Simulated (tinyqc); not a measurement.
Inside a calculation. Model: all-pass ring resonator.

Numbers from tinyqc (`OMP_NUM_THREADS=1 python tinyqc.py 2650125 2650126 out.jsonl`; about 0.01 s on one thread of a shared Intel Xeon 2.30GHz). Printed values are rounded.

A ring of length L = 2 pi Rr coupled to one bus waveguide: round-trip amplitude a = 10^(-al L/20), self-coupling t = sqrt(1 - k2). At detuning d from the resonance the round-trip phase is p = 2 pi d/FSR and the transmission T = (a^2 - 2 a t cos p + t^2)/(1 - 2 a t cos p + a^2 t^2). Lossless coupler, linear absorption only.

Values chosen for this exercise; values close to those of silicon waveguides: cold resonance wavelength lam = 1550 nm; ring radius Rr = 15 um; group index ng = 4.32; propagation loss al = 8.5 dB/cm; power coupling k2 = 0.035; thermo-optic change of the effective index dT = 0.00017 1/K; thermal resistance Rt = 7.2 K/mW; share of the loss that heats the ring fa = 0.78; input power Pin = 0.025 mW; laser detuning from the cold resonance dl = 15 pm.

Constants: c = 299792458 m/s. Results are converted to the units shown.

## Resonance parameters

FSR = lam^2/(ng L), finesse F = pi sqrt(a t)/(1 - a t), FWHM = FSR/F, Q = lam/FWHM, Tmin = (a - t)^2/(1 - a t)^2, power build-up k2 a^2/(1 - a t)^2, optical bandwidth c/(lam Q).

a = 0.990819
t = 0.982344
FSR = 5.90077 nm
F = 116.194
FWHM = 50.7838 pm
Q = 30521.6
Tmin = -9.95892 dB
build-up = 48.2910
bandwidth = 6.33698 GHz

The ring is overcoupled; critical coupling needs k2 = 1 - a^2 = 0.0183.

## Iteration 1: thermal shift of the resonance

s at the start = 0 pm

T is the transmission at d = dl - s, p = 2 pi d/FSR; out = (lam dT/ng) Rt fa (1 - T) Pin; s(new) = out.

d = 15 pm
T = 0.333527
out = 5.70751 pm
s after iteration 1 = 5.70751 pm

## Iteration 2: thermal shift of the resonance

As before.

d = 9.29249 pm
T = 0.207137
out = 6.78988 pm
s after iteration 2 = 6.78988 pm

## Course of the iteration: thermal shift of the resonance

Stop when s changes by less than 1e-7 pm, or after 200 iterations.

Course of the iteration:
```
iteration   s (pm)  |change| (pm)
1          5.70751           5.71
2          6.78988           1.08
3          6.97050          0.181
4          6.99933         0.0288
5          7.00389        4.56e-3
6          7.00461        7.21e-4
7          7.00473        1.14e-4
8          7.00475        1.80e-5
9          7.00475        2.85e-6
10         7.00475        4.50e-7
11         7.00475        7.12e-8
```

Converged in 11 iterations. At the end each change is about 0.16 times the one before: linear convergence. The equation has 1 root(s).
